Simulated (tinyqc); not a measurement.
Photoconductance decay in a wafer: bulk and surface recombination modes, and iron detection by pair splitting: one step, computed by the program tinyqc.

Both faces of the wafer have the same S; injection is low and all coefficients are constant. x runs from -W/2 to W/2.

Task: Decay rates of the even modes. Even modes cos(a x) obey b tan b = S W/(2 D) with b = a W/2, odd modes sin(a x) obey -b cot b = S W/(2 D); each decays at the rate 1/tau_b + D a^2.

Inputs (values chosen for the exercise, modelled on p-type silicon): thickness W = 200 micrometre; diffusivity D = 31.1 cm^2/s; bulk lifetime tau_b without iron = 13 microsecond; surface recombination velocity S = 24000 cm/s.

Give: the table «The first four even modes: b, surface rate and decay time» with the columns b_n, surface rate D a^2 (1/s), decay time (microsecond), for n = 0, 1, 2, 3.

Result:

The first four even modes: b, surface rate and decay time:
```
n    b_n  surface rate D a^2 (1/s)  decay time (microsecond)
0   1.39                 6.029e+05                     1.471
1   4.21                 5.519e+06                     0.179
2   7.11                 1.572e+07                     0.063
3  10.08                 3.159e+07                     0.032
```
